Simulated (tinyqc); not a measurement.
From results back to parameters: optical gain and spontaneous emission in a bulk direct-gap semiconductor. Three cases, with inputs chosen for the exercise.

Problem. The gain spectrum crosses zero at E0 = Eg + Fc + Fv; n = p is hidden.

F_j(eta) = (1/Gamma(j + 1)) integral_0^infinity x^j dx/(1 + exp(x - eta)), which tends to exp(eta) for eta << 0.

Quasi-Fermi levels: n = Nc F_1/2(Fc/kT) and p = Nv F_1/2(Fv/kT), Fc counted up from the conduction edge and Fv down from the valence edge; Nc, Nv from N = 2 (m kB T/(4 pi c))^(3/2) with c = hbar^2/2m0, in 1/angstrom^3; times 1e24 for 1/cm^3, with me and (mhh^(3/2) + mlh^(3/2))^(2/3).

Constants: hbar^2/2m0 = 3.80998211 eV angstrom^2; kB = 8.617333262e-05 eV/K.

Case 1.

Values chosen (near those of GaN; the results hold for these values, not for the real material): Eg = 3.514 eV (direct gap); me = 0.2042 m0 (electron mass); mhh = 1.374 m0 (heavy-hole mass); mlh = 0.2943 m0 (light-hole mass); T = 350 K.

E0 = 3.54533 eV

Case 2.

Values chosen (near those of InGaAs; the results hold for these values, not for the real material): Eg = 0.767 eV (direct gap); me = 0.0402 m0 (electron mass); mhh = 0.475 m0 (heavy-hole mass); mlh = 0.0538 m0 (light-hole mass); T = 350 K.

E0 = 0.88185 eV

Case 3.

Values chosen (near those of GaN; the results hold for these values, not for the real material): Eg = 3.489 eV (direct gap); me = 0.1921 m0 (electron mass); mhh = 1.456 m0 (heavy-hole mass); mlh = 0.29 m0 (light-hole mass); T = 400 K.

E0 = 3.59908 eV

Find: Fc; Fv; n.

Solution. Fc + Fv rises steadily with n, so one n gives E0 - Eg; solve by bisection on ln n.

Case 1.

Fc = 0.078 eV
Fv = -0.047 eV
n = 1.1e+19 1/cm^3

Case 2.

Fc = 0.158 eV
Fv = -0.043 eV
n = 2.4e+18 1/cm^3

Case 3.

Fc = 0.147 eV
Fv = -0.036 eV
n = 2.3e+19 1/cm^3

Computed by tinyqc, one run a case: `OMP_NUM_THREADS=1 python tinyqc.py N N+1 out.jsonl` with N = 1651899, 1651902, 1651977; one thread of a shared Intel(R) Xeon(R) Processor @ 2.30GHz, about 0.1 s a run at most.
